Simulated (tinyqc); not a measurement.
Thickness of the film: ellipsoidal valleys in the axes of a wafer and a channel.

Valleys with axes a along x, y and z, two valleys each; inverse mass tensor w = 1/mt + (1/ml - 1/mt) a a. Device axes: z = nz/|nz|, x = nx/|nx|, y = z cross x; in them a = (ax, ay, az). Confinement mass mz = 1/w_zz. In the plane w_ij is replaced by u_ij = w_ij - w_iz w_jz/w_zz (i, j = x, y); density-of-states mass md = 1/sqrt(det u); conductivity mass along x mc = 1/u_xx; ballistic transport mass mx = u_yy/det u, width mass my = 1/u_yy.

Hard walls: E_n = c (n pi/t)^2/mz, c = hbar^2/2m0, n = 1, 2, 3. Non-degenerate share of a valley proportional to md sum_n exp(-E_n/kT); mean 1/mc = sum of share/mc. 1 nm = 10 angstrom.

Constants: hbar^2/2m0 = 3.80998211 eV angstrom^2; kB = 8.617333262e-05 eV/K.

Values chosen for the exercise (near those of the Delta valleys of Si; shifted at random, so the results belong to these values and not to a real crystal):
- ml = 0.892 m0 (longitudinal mass)
- mt = 0.19 m0 (transverse mass)
- nz = (1, 1, 0) (surface normal (confinement))
- nx = (1, -1, 0) (channel direction)
- T = 300 K (temperature)

Share of the lowest ladder and mean conductivity mass.

Results:
```
t (nm)  lowest E1 (meV)  spread of E1 (meV)  share of the lowest ladder  mean mc
2.0               300.1               194.7                       1.000   0.5407
3.0               133.4                86.5                       0.978   0.5198
4.0                75.0                48.7                       0.911   0.4646
5.0                48.0                31.2                       0.839   0.4171
7.0                24.5                15.9                       0.751   0.3707
10.0               12.0                 7.8                       0.708   0.3516
14.0                6.1                 4.0                       0.688   0.3431
```

What does the comparison show, and why?

The spread falls as 1/t^2 and passes kT = 25.9 meV between t = 5 and 7 nm; the share of the lowest ladder goes from 1.000 to 0.688 and the mean mass goes from 0.5407 to 0.3431, against 0.3348 for equal shares, the limit of a thick film (the bulk value 3/(1/ml + 2/mt) is 0.2576; the two differ since axes are tilted in the x-z plane and in a quantised film no valley carries current across it; once scattering blurs the subbands the bulk value returns). Three subbands a valley become too few once E3 nears kT. In the thinnest rows E1 (300 meV) is beyond the parabolic range.

Program tinyqc; command `OMP_NUM_THREADS=1 python tinyqc.py 1850254 1850255 out.jsonl`; about 0.01 s on one thread of a shared Intel(R) Xeon(R) Processor @ 2.30GHz.
